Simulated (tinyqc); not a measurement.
Empirical pseudopotential in a few plane waves, step by step. One step of it, computed by the program tinyqc.

Question. Levels at G. Diagonalise the Hermitian matrix.

H(k) at G (eV):
```
           +0+0+0     -1-1-1     -1-1+1     -1+1-1     -1+1+1     +1-1-1     +1-1+1     +1+1-1
+0+0+0   0.000000   2.001101  -2.001101  -2.001101  -2.001101  -2.001101  -2.001101  -2.001101
-1-1-1   2.001101  13.140403   0.000000   0.000000  -0.176874   0.000000  -0.176874  -0.176874
-1-1+1  -2.001101   0.000000  13.140403   0.176874   0.000000   0.176874   0.000000   0.000000
-1+1-1  -2.001101   0.000000   0.176874  13.140403   0.000000   0.176874   0.000000   0.000000
-1+1+1  -2.001101  -0.176874   0.000000   0.000000  13.140403   0.000000   0.176874   0.176874
+1-1-1  -2.001101   0.000000   0.176874   0.176874   0.000000  13.140403   0.000000   0.000000
+1-1+1  -2.001101  -0.176874   0.000000   0.000000   0.176874   0.000000  13.140403   0.176874
+1+1-1  -2.001101  -0.176874   0.000000   0.000000   0.176874   0.000000   0.176874  13.140403
+1+1+1   2.001101   0.000000  -0.176874  -0.176874   0.000000  -0.176874   0.000000   0.000000
-2+0+0   0.000000  -2.001101  -2.001101  -2.001101   2.001101   0.856240  -0.856240  -0.856240
+0-2+0   0.000000  -2.001101  -2.001101   0.856240  -0.856240  -2.001101   2.001101  -0.856240
+0+0-2   0.000000  -2.001101   0.856240  -2.001101  -0.856240  -2.001101  -0.856240   2.001101
+0+0+2   0.000000  -0.856240   2.001101  -0.856240  -2.001101  -0.856240  -2.001101   0.856240
+0+2+0   0.000000  -0.856240  -0.856240   2.001101  -2.001101  -0.856240   0.856240  -2.001101
+2+0+0   0.000000  -0.856240  -0.856240  -0.856240   0.856240   2.001101  -2.001101  -2.001101

           +1+1+1     -2+0+0     +0-2+0     +0+0-2     +0+0+2     +0+2+0     +2+0+0
+0+0+0   2.001101   0.000000   0.000000   0.000000   0.000000   0.000000   0.000000
-1-1-1   0.000000  -2.001101  -2.001101  -2.001101  -0.856240  -0.856240  -0.856240
-1-1+1  -0.176874  -2.001101  -2.001101   0.856240   2.001101  -0.856240  -0.856240
-1+1-1  -0.176874  -2.001101   0.856240  -2.001101  -0.856240   2.001101  -0.856240
-1+1+1   0.000000   2.001101  -0.856240  -0.856240  -2.001101  -2.001101   0.856240
+1-1-1  -0.176874   0.856240  -2.001101  -2.001101  -0.856240  -0.856240   2.001101
+1-1+1   0.000000  -0.856240   2.001101  -0.856240  -2.001101   0.856240  -2.001101
+1+1-1   0.000000  -0.856240  -0.856240   2.001101   0.856240  -2.001101  -2.001101
+1+1+1  13.140403  -0.856240  -0.856240  -0.856240  -2.001101  -2.001101  -2.001101
-2+0+0  -0.856240  17.520537   0.176874   0.176874  -0.176874  -0.176874   0.000000
+0-2+0  -0.856240   0.176874  17.520537   0.176874  -0.176874   0.000000  -0.176874
+0+0-2  -0.856240   0.176874   0.176874  17.520537   0.000000  -0.176874  -0.176874
+0+0+2  -2.001101  -0.176874  -0.176874   0.000000  17.520537   0.176874   0.176874
+0+2+0  -2.001101  -0.176874   0.000000  -0.176874   0.176874  17.520537   0.176874
+2+0+0  -2.001101   0.000000  -0.176874  -0.176874   0.176874   0.176874  17.520537
```

Give: eigenvalues.

Answer.

eigenvalues (eV): -2.039  9.090  9.090  9.090  11.376  12.964  12.964  12.964  15.710  17.167  17.167  20.523  21.394  21.394  21.394
